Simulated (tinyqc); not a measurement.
# Hot electrons in a saturated n-channel MOSFET, lucky-electron model, step by step

tinyqc, about 0.01 s, one thread, Intel Xeon 2.30GHz (shared host): `OMP_NUM_THREADS=1 python tinyqc.py 2550132 2550133 out.jsonl` Printed values are rounded.

Beyond pinch-off the lateral field grows as Esat cosh(y/l) over the velocity-saturated region (pseudo-two-dimensional model). Impact ionisation in this region gives the substrate current, which biases the body forward through Rsub. Currents are per width. Local-field laws: they overstate ionisation when the field peak is narrower than an energy relaxation length.

Inputs (values chosen for the exercise); values close to those of silicon n-channel devices:
```
symbol,value,unit,meaning
L,0.5,um,channel length
tox,11,nm,oxide thickness
xj,170,nm,junction depth
VT,0.75,V,threshold
mu,280,cm^2/(V s),effective mobility
vs,8.9e6,cm/s,saturation velocity
Ai,2e6,1/cm,ionisation prefactor
Bi,1.68,MV/cm,ionisation field
Rd,200,ohm um,resistance of the lightly doped drain
Rsub,15000,ohm um,substrate resistance
kb,0.32,,fall of VT per volt of forward body bias
lm,8.5,nm,hot-electron mean free path
pb,3.2,V,oxide barrier
Cg,0.0033,,prefactor of the gate current
m,3.1,,lifetime exponent
Hl,1800,s uA/um,lifetime constant
Vd,3.2,V,drain voltage
Vg,1.8,V,gate voltage
```

Constants: eps0 = 8.8541878128e-14 F/cm where lengths are in cm. Results are converted to the units shown.

## Length and field scales

Cox = 3.9 eps0/tox, l = sqrt(3 tox xj), Esat = 2 vs/mu.

Cox = 0.3139212 uF/cm^2
l = 74.89993 nm
Esat = 0.06357143 MV/cm
Esat L = 3.178571 V

## Iteration 1: body bias from the substrate current

Vb at the start = 0 V

Cox = 3.9 eps0/tox. Overdrive g = Vg - VT + kb Vb; Vdsat = g Esat L/(g + Esat L); Id = Cox vs (g - Vdsat); dV = Vd - Id Rd - Vdsat; Em = sqrt((dV/l)^2 + Esat^2); Isub = Id (Ai/Bi) l Em exp(-Bi/Em). Vb(new) = Rsub Isub.

Vdsat = 0.7892736 V
Id = 72.84430 uA/um
dV = 2.396157 V
Em = 0.3261696 MV/cm
Isub = 1.227787 uA/um
Vb after iteration 1 = 0.01841681 V

## Iteration 2: body bias from the substrate current

As before.

Vdsat = 0.7925990 V
Id = 73.56179 uA/um
dV = 2.392689 V
Em = 0.3257154 MV/cm
Isub = 1.229292 uA/um
Vb after iteration 2 = 0.01843938 V

## Course of the iteration: body bias from the substrate current

Stop when Vb changes by less than 1e-9 V, or after 60 iterations.

Course of the iteration:
```
iteration      Vb (V)  |change| (V)
1          0.01841681        0.0184
2          0.01843938       2.26e-5
3          0.01843940       2.70e-8
4          0.01843940      3.23e-11
```

Converged in 4 iterations. At the end each change is about 0.0012 times the one before: linear convergence.

## Gate current, lifetime and channel shortening

Id = 73.56267 uA/um
dV = 2.392684 V
Em = 0.3257148 MV/cm
Isub = 1.229293 uA/um

Ig = Cg Id exp(-pb/(lm Em)); lifetime tau = (Hl/Id)(Isub/Id)^(-m); length of the saturated region dL = l ln[(dV/l + Em)/Esat]. 1 year = 3.15576e7 s.

Isub/Id = 0.01671083
Ig = 2.319906 pA/um
tau = 0.2501594 years
dL = 173.5688 nm

The lifetime misses ten years. Integrating Ai exp(-Bi/E) over the cosh profile gives Isub/Id = 0.0147, so the closed form is 14 % above it.
